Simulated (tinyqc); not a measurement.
# Circular transfer-length structure: what changes with what

A disc contact of radius r0 and a very wide ring contact from r1 = r0 + sp outwards lie on a thin layer; the metal has no resistance and the sheet resistance under the contacts equals Rsh.

Values chosen for this exercise: sheet resistance of the semiconductor layer Rsh = 200 ohm/sq; specific contact resistivity rc = 2.7e-6 ohm cm^2; radius of the inner contact r0 = 33 um; gap between the contacts sp = 11 um.

Each table varies one quantity; the others keep the values above.

## Resistance against gap

Transfer length Lt = sqrt(rc/Rsh). R = (Rsh/2 pi) [(Lt/r0) I0(r0/Lt)/I1(r0/Lt) + ln(r1/r0) + (Lt/r1) K0(r1/Lt)/K1(r1/Lt)] with modified Bessel functions; for r0 >> Lt both ratios tend to 1. The last column is Rsh (sp + 2 Lt)/(2 pi r0).

Resistance against gap:
```
sp (um)  R (ohm)  large-radius form (ohm)  linear form (ohm)
2.1        4.141                    4.138              4.267
3.5        5.347                    5.343              5.617
5.8        7.234                    7.228              7.836
9.6        10.13                    10.12              11.50
16         14.47                    14.46              17.67
26         20.26                    20.24              27.32
43         28.18                    28.16              43.72
```

Read the table: what changes, and by how much?

R rises from 4.14 to 28.2 ohm. The linear form is 3.0 % above it in the first row and 55 % above it in the last, where ln(1 + sp/r0) has bent well below sp/r0. A straight line through the end rows, read with the linear form, gives Rsh = 122 ohm/sq and Lt = 2.47 um, against 200 and 1.16.

## Effect of the inner radius

Same model as above.

Results:
```
r0 (um)   r0/Lt  inner contact (ohm)  rc/(pi r0^2) (ohm)  Rsh Lt/(2 pi r0) (ohm)
0.59     0.5078                254.8               246.9                   62.69
1        0.8607                93.67               85.94                   36.98
1.7       1.463                37.07               29.74                   21.76
2.9       2.496                16.68               10.22                   12.75
5         4.303                8.461               3.438                   7.397
8.5       7.316                4.684               1.190                   4.351
25        21.52                1.515              0.1375                   1.479
42        36.15               0.8930             0.04872                  0.8806
```

Estimate the missing row, r0 = 14 um.

Computed row:
```
r0 (um)  r0/Lt  inner contact (ohm)  rc/(pi r0^2) (ohm)  Rsh Lt/(2 pi r0) (ohm)
14       12.05                2.759              0.4385                   2.642
```

With this row back in the table: The inner contact goes as r0^(-1.90) between the first two rows, where it is 3.2 % above rc over the area, and as r0^(-1.02) between the last two, where it is 1.4 % above the rim form: a small disc uses its whole area, a large one only a rim of width Lt.

Computed by the program tinyqc: `OMP_NUM_THREADS=1 python tinyqc.py 2760053 2760054 out.jsonl`, one thread of a shared Intel Xeon 2.30GHz, about 0.01 s for the whole run.
